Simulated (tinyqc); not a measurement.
## Implanted layer, carriers, mobility and sheet resistance with incomplete ionisation: effect of the peak chemical concentration

An n-type layer from the surface x = 0 to the junction xj, N(x) = N0 exp(-(x - Rp)^2/(2 sg^2)). Local neutrality (no depletion at surface or junction, no spilling of carriers), intrinsic carriers neglected, Boltzmann statistics.

xj = Rp + sg sqrt(2 ln(N0/Nb)). Active dopant A = min(N, Ns); n solves n (n + Nb)/(A - Nb - n) = K, K = (NB/gd) exp(-E/Vt), E = max(Ei - ks A^(1/3), 0), so n = 2 K (A - Nb)/[Nb + K + sqrt((Nb + K)^2 + 4 K (A - Nb))]; mobility mu = m1 + (m2 (T/300 K)^(-bt) - m1)/(1 + ((A + Nb)/Nr)^am). Dose = integral of N, carrier sheet density = integral of n, 1/Rs = q integral of n mu, mean mobility 1/(q Rs sheet density), Hall mobility (unit Hall factor) = integral of n mu^2 over integral of n mu, Hall sheet density = (integral of n mu)^2/integral of n mu^2; all from 0 to xj. Integrals on 4000 steps.

Values chosen for this exercise; values close to those of phosphorus in silicon over a p-type background:
- T = 400 K (temperature)
- Nb = 4.9e15 cm^-3 (background doping of the opposite type)
- m1 = 70.2 cm^2/(V s) (mobility limit at high doping)
- m2 = 1440 cm^2/(V s) (mobility limit at low doping, at 300 K)
- Nr = 9.37e16 cm^-3 (reference doping of the mobility law)
- am = 0.683 (exponent of the mobility law)
- bt = 2.1 (temperature exponent of m2)
- Ns = 3.87e20 cm^-3 (solubility limit of active dopant)
- NB = 4.3e19 cm^-3 (conduction-band density of states at T)
- Ei = 0.0441 eV (ionisation energy in the dilute limit)
- gd = 2 (degeneracy factor of the level)
- ks = 0 eV cm (lowering of Ei per N^(1/3))
- sg = 36 nm (straggle after annealing)
- Rp = 23 nm (projected range)

Constants: q = 1.602176634e-19 C, kB = 1.380649e-23 J/K, Vt = kB T/q. Results are converted to the units shown.

Result of one run:
columns A: N0 (cm^-3); B: xj (nm); C: dose (cm^-2); D: carriers (cm^-2); E: Rs (ohm/square); F: mean mobility (cm^2/(V s)); G: Rs xj (ohm nm); H: Hall/true sheet density
```
A           B         C         D        E      F        G       H
4.9e16  100.3  3.195e11  2.686e11  4.479e4  518.8  4.490e6  0.9964
```

What becomes of these results when the peak chemical concentration N0 is changed from 4.9e16 to 6.4e17 cm^-3, all else the same?

Result of the changed run:
columns A: N0 (cm^-3); B: xj (nm); C: dose (cm^-2); D: carriers (cm^-2); E: Rs (ohm/square); F: mean mobility (cm^2/(V s)); G: Rs xj (ohm nm); H: Hall/true sheet density
```
A           B         C         D     E      F        G       H
6.4e17  135.4  4.260e12  3.893e12  6290  254.9  8.515e5  0.9512
```

The whole series:
columns A: N0 (cm^-3); B: xj (nm); C: dose (cm^-2); D: carriers (cm^-2); E: Rs (ohm/square); F: mean mobility (cm^2/(V s)); G: Rs xj (ohm nm); H: Hall/true sheet density
```
A           B         C         D        E      F        G       H
4.9e16  100.3  3.195e11  2.686e11  4.479e4  518.8  4.490e6  0.9964
8.2e16  108.5  5.400e11  4.815e11  2.776e4  467.0  3.010e6  0.9924
1.4e17  116.2  9.270e11  8.543e11  1.786e4  409.2  2.075e6  0.9858
2.3e17  122.9  1.527e12  1.425e12  1.233e4  355.1  1.516e6  0.9768
3.8e17  129.2  2.527e12  2.352e12     8751  303.3  1.131e6  0.9652
6.4e17  135.4  4.260e12  3.893e12     6290  254.9  8.515e5  0.9512
1.1e18  141.5  7.326e12  6.447e12     4564  212.1  6.456e5  0.9365
1.8e18  146.7  1.199e13  1.000e13     3462  180.3  5.079e5  0.9246
3e18    152.0  1.999e13  1.543e13     2629  153.9  3.995e5  0.9154
```

As N0 goes from 4.9e16 to 3e18, xj rises from 100 to 152 nm, Rs falls from 44800 to 2630 ohm/square, the mean mobility falls from 519 to 154 cm^2/(V s) and the share of the dose that conducts goes from 84.1 through a maximum of 93.3 (at N0 = 2.3e17 among the rows listed) to 77.2 %. Rs goes as dose^(-0.91) at the low end and dose^(-0.54) at the high end; constant mobility and activation would give -1.

Numbers from tinyqc (`OMP_NUM_THREADS=1 python tinyqc.py 2110025 2110026 out.jsonl`; about 0.01 s on one thread of a shared Intel Xeon 2.30GHz).
